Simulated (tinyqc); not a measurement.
Inside a calculation. Method: MP2 on RHF in the sto-3g basis, for H2, spin multiplicity 1. One step of it, computed by the program tinyqc.

Task: Iteration 2 (converged): orbitals. Diagonalise F' = X^T F X, C = X C', fill 1 alpha and 1 beta electrons from the bottom; D = 2 C_occ C_occ^T. Each column has its largest component positive (the first on a tie).

converged F (hartree), order 1H 1s, 2H 1s:
$$\begin{pmatrix}
-0.401838 & -0.623654 \\
-0.623654 & -0.401838
\end{pmatrix}$$

X, order 1H 1s, 2H 1s:
$$\begin{pmatrix}
1.294323 & -0.527031 \\
-0.527031 & 1.294323
\end{pmatrix}$$

Give: F' = X^T F X; orbital energies; coefficients C; D after iteration 2.

Result:

F' = X^T F X (hartree):
$$\begin{pmatrix}
0.066 & -0.670 \\
-0.670 & 0.066
\end{pmatrix}$$

orbital energies (hartree): MO1 -0.604, MO2 0.736

coefficients C, order 1H 1s, 2H 1s:
$$\begin{pmatrix}
0.543 & 1.288 \\
0.543 & -1.288
\end{pmatrix}$$

D after iteration 2, order 1H 1s, 2H 1s:
$$\begin{pmatrix}
0.589 & 0.589 \\
0.589 & 0.589
\end{pmatrix}$$
